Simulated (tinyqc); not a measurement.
Pelgrom slope, floor and doping from two device sizes.

Problem. s^2 = A^2/(L W) + s0^2, with s0 independent of size and A = (q/Cox) sqrt(Na Wd/3) from random dopants alone, Cox = 3.9 eps0/ti. Find A, s0 and Na.

Inputs (values chosen for the exercise): oxide-equivalent thickness in inversion ti = 1.4 nm.

Constants: q = 1.602176634e-19 C, eps0 = 8.8541878128e-14 F/cm where lengths are in cm. Results are converted to the units shown.

s for gate areas 0.018 and 0.16 um^2 (mV): [8.29178219, 3.41301345]
Wd = 14.4468920 nm

Solution. s^2 is linear in 1/area: slope A^2, intercept s0^2.

A = 1.076 mV um
s0 = 2.100 mV
Na = 5.700e18 cm^-3

tinyqc, about 0.01 s, one thread, Intel Xeon 2.30GHz (shared host): `OMP_NUM_THREADS=1 python tinyqc.py 2090062 2090063 out.jsonl`
